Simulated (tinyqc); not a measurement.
Inside a calculation: heavy doping: gap narrowing, degeneracy and the minority density. Values are carried at full precision from step to step, so a last printed digit may differ when a step is redone from the rounded ones.

Empirical narrowing (Slotboom form, constants chosen for the exercise; published fits of this form give the apparent narrowing, here it is taken as the true one): dEg = E0 [ln(N/N0) + sqrt(ln(N/N0)^2 + C)].

Constants: kB = 8.617333262e-05 eV/K; e^2/(4 pi eps0) = 14.39964547 eV angstrom.

Values chosen for the exercise (gap and densities of states near those of Si at this temperature; narrowing constants near the fits for Si; the results hold for these values, not for the real material):
- N = 3.3e+18 1/cm^3 (ionised donors, equal to the majority density)
- E0 = 7.95 meV (narrowing scale)
- N0 = 9.2e+16 1/cm^3 (onset density)
- C = 0.5 (smoothing constant)
- Nc = 2.75e+19 1/cm^3 (conduction-band density of states)
- Eg = 1.122 eV (gap)
- Nv = 1.15e+19 1/cm^3 (valence-band density of states)
- T = 300 K
- eps = 11.8 (dielectric constant)
- Mv = 6 (majority valleys)

## Gap narrowing

Evaluate at N.

ln(N/N0) = 3.5799
dEg (empirical fit) = 57.47 meV

Well above N0 each decade of doping adds 2 E0 ln 10 = 36.6 meV.

## Degeneracy of the majority band

F_j(eta) = (1/Gamma(j + 1)) integral_0^infinity x^j dx/(1 + exp(x - eta)), which tends to exp(eta) for eta << 0.

Majority: N = Nc F_1/2(eta), eta the distance of EF beyond the majority band edge in kT. Degeneracy factor gam = F_1/2(eta)/exp(eta). ni0^2 = Nc Nv exp(-Eg/kT); product n p = ni0^2 gam exp(dEg/kT), dEg the true narrowing; apparent narrowing dEa = dEg + kT ln gam; minority density = n p/N.

Solve for eta and form gam.

N/Nc = 0.1200
eta = -2.0779
gam = 0.9585

## Product and minority density

Combine both effects.

ni0 = 6.69e+09 1/cm^3
exp(dEg/kT) = 9.24
dEa = 56.4 meV
sqrt(n p) = 1.99e+10 1/cm^3
minority density = 120 1/cm^3

Narrowing multiplies the product by 9.24 and degeneracy by 0.959; together they change the minority density by a factor 8.85 against ni0^2/N.

## Two estimates of the size

Two physical estimates, e2 = e^2/(4 pi eps0), N in 1/angstrom^3: exchange shift at the Fermi level, Ex = (e2/eps) kF/pi with kF = (3 pi^2 N/Mv)^(1/3); screened-pair energy (Lanyon-Tuft), Es = (3/4)(e2/eps) qs with qs^2 = (4 pi e2 N/(eps kT)) F_-1/2(eta)/F_1/2(eta).

Evaluate both at N.

kF = 0.02535 1/angstrom
Ex = 9.85 meV
Es = 39.66 meV

Against the fitted dEg = 57.5 meV, Ex is 0.17 and Es 0.69 times as large; each keeps one mechanism only, and Ex assumes a strongly degenerate gas, while here eta is only -2.08.

## Checks

- Minority density against the Boltzmann occupation of the other band at the narrowed gap (1/cm^3): both 120.2.

Computed by tinyqc, a small Python program: `OMP_NUM_THREADS=1 python tinyqc.py 1650641 1650642 out.jsonl` (the numbers bound the seed that draws the inputs); one thread of a shared host (Intel(R) Xeon(R) Processor @ 2.30GHz), about 0.01 s for the whole set of steps.
